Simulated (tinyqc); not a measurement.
# Worked calculation: reverse leakage of an n+-p junction: diffusion, generation, trap-assisted and band-to-band tunnelling

tinyqc, about 0.01 s, one thread, Intel Xeon 2.30GHz (shared host): `OMP_NUM_THREADS=1 python tinyqc.py 2290096 2290097 out.jsonl` Printed values are rounded; ~0 in a residual or rate marks an entry under 1e-11 of the largest of its column.

One-sided abrupt junction in the depletion approximation, x from the junction (0) to W on the p side, field F = F0 (1 - x/W). Flat quasi-Fermi levels, long p side. Traps generate through SRH with both lifetimes shortened by 1 + Gamma (Hurkx enhancement, form for moderate fields); band-to-band generation is local and needs a total bending above Eg.

Parameters, values chosen for the exercise; band and dielectric values close to those of germanium:
```
symbol    value                 unit                                             meaning
T           300                    K                                         temperature
Eg         0.65                   eV                                            band gap
eps_r      16.1                                                    relative permittivity
Nc      1.06e19                cm^-3              conduction-band density of states at T
Nv         6e18                cm^-3                 valence-band density of states at T
Na       7.3e16                cm^-3                acceptor density of the lighter side
Nd         1e20                cm^-3                   donor density of the heavier side
tau        2e-9                    s         SRH lifetime of both carriers at zero field
Et            0                   eV                trap level above the intrinsic level
mt         0.15                   m0                                     tunnelling mass
Dn          8.1               cm^2/s  electron diffusion coefficient on the lighter side
Ab       7.2e14  cm^-0.5 V^-2.5 s^-1                              band-to-band prefactor
Bb       5.02e6                 V/cm                         band-to-band field constant
VR          0.7                    V                                        reverse bias
```

Constants: q = 1.602176634e-19 C, kB = 1.380649e-23 J/K, hbar = 1.054571817e-34 J s, m0 = 9.1093837015e-31 kg, Vt = kB T/q, eps0 = 8.8541878128e-14 F/cm where lengths are in cm. Results are converted to the units shown.

Range of the model: The n+ side is degenerate, so Vbi from Boltzmann statistics is only a guide.

## Field, scales and diffusion current

ni = sqrt(Nc Nv) exp(-Eg/(2 Vt)), Eg in volts; Vbi = Vt ln(Na Nd/ni^2); W = sqrt(2 eps0 eps_r (Vbi + VR)/(q Na)); F0 = 2 (Vbi + VR)/W; FG = sqrt(24 mt m0 (kB T)^3)/(q hbar); J_diff = q ni^2 sqrt(Dn/tau)(1 - exp(-VR/Vt))/Na.

ni = 2.766743e13 cm^-3
Vbi = 0.5940372 V
W = 177.6066 nm
F0 = 145.7195 kV/cm
FG = 285.7038 kV/cm
J_diff = 1.069185e-4 A/cm^2

## Generation rates across the layer

u = (Vbi + VR)(1 - x/W)^2, p = Na exp(-u/Vt), n = Nd exp((u - Vbi - VR)/Vt); G0 = ni^2 (1 - exp(-VR/Vt))/(tau (n + p + 2 ni cosh(Et/Vt))); Gamma = 2 sqrt(3 pi)(F/FG) exp((F/FG)^2); trap-assisted part G0 Gamma; G_bb = Ab F^2.5 exp(-Bb/F) with F in V/cm, zero unless Vbi + VR > Eg. 16 equal steps.

```
point    x (nm)  F (kV/cm)      Gamma  G0 (cm^-3 s^-1)  G0 Gamma (cm^-3 s^-1)  G_bb (cm^-3 s^-1)
0        0.0000   145.7195   4.062035      3.827432e15            1.554716e16        6.379583e12
1       11.1004   136.6120   3.690066      1.641518e18            6.057310e18        5.461327e11
2       22.2008   127.5046   3.344051      4.456859e20            1.490396e21        3.330266e10
3       33.3012   118.3971   3.021153      6.440327e21            1.945721e22         1.338860e9
4       44.4016   109.2896   2.718803      6.913004e21            1.879510e22         3.201356e7
5       55.5021   100.1822   2.434664      6.916815e21            1.684012e22         3.957013e5
6       66.6025    91.0747   2.166600      6.916828e21            1.498600e22           2078.221
7       77.7029    81.9672   1.912653      6.915651e21            1.322724e22                 ~0
8       88.8033    72.8598   1.671019      6.883484e21            1.150243e22                 ~0
9       99.9037    63.7523   1.440024      6.339526e21            9.129069e21                 ~0
10     111.0041    54.6448   1.218108      3.206852e21            3.906292e21                 ~0
11     122.1045    45.5373   1.003807      6.322522e20            6.346590e20                 ~0
12     133.2049    36.4299  0.7957347      1.177090e20            9.366516e19                 ~0
13     144.3053    27.3224  0.5925709      3.033424e19            1.797519e19                 ~0
14     155.4058    18.2149  0.3930452      1.144289e19            4.497572e18                 ~0
15     166.5062     9.1075  0.1959244      6.369454e18            1.247932e18                 ~0
16     177.6066     0.0000          0      5.239089e18                      0                  0
```

## Current components

Each current is q times the trapezoid sum of its rate; J adds J_diff; J_bb under 1e-8 of the sum is given as 0.

J_SRH = 0.009209076 A/cm^2
J_TAT = 0.01957966 A/cm^2
J_bb = 0 A/cm^2
J = 0.02889565 A/cm^2

A fine grid gives J = 0.02893 A/cm^2; the coarse sum is 0.11 % below it. On the fine grid the largest part is trap-assisted tunnelling (67.8 %). The simple estimate q ni W/(2 tau cosh(Et/Vt)) is 2.14 times the fine-grid J_SRH of 0.009214 A/cm^2, since near both edges n or p is large enough to quench generation.
